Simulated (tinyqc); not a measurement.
Time-dependent dielectric breakdown: cell percolation, Weibull statistics, area scaling and voltage extrapolation: one step, computed by the program tinyqc. Command: `OMP_NUM_THREADS=1 python tinyqc.py 3012738 3012739 out.jsonl tddb walk`. One thread of a shared host (Intel(R) Xeon(R) Processor @ 2.30GHz), about 0.01 s of CPU time with the checks.

The oxide is divided into columns of area a^2, each holding m = t_ox/a cells (m is taken as continuous). A share lambda(t) = (t/t_1)^alpha of the cells is defective, and a column whose cells are all defective breaks down.

Task: A sample of breakdown times. Each device fails at t = t63 (-ln(1 - u))^(1/beta). Sort the times; median rank F_i = (i - 0.3)/(n_s + 0.4) for n_s devices; W = ln(-ln(1 - F_i)).

characteristic life t63 = 7511.093 s

uniform random numbers u: 0.0339  0.8338  0.3458  0.6738  0.8711  0.3310  0.5941  0.9372  0.0818  0.1193

Weibull slope beta = 2.30625

Give: Weibull plot.

Result:

Weibull plot:
```
i   t (s)     F_i   ln t       W
1    1744  0.0673  7.464  -2.664
2    2584  0.1635  7.857  -1.723
3    3070  0.2596  8.029  -1.202
4    5059  0.3558  8.529  -0.822
5    5179  0.4519  8.552  -0.509
6    7181  0.5481  8.879  -0.230
7    7890  0.6442  8.973   0.033
8    9679  0.7404  9.178   0.299
9   10251  0.8365  9.235   0.594
10  11679  0.9327  9.366   0.993
```

Caution: t_1 is an input here; in a real oxide it changes with thickness at fixed voltage.
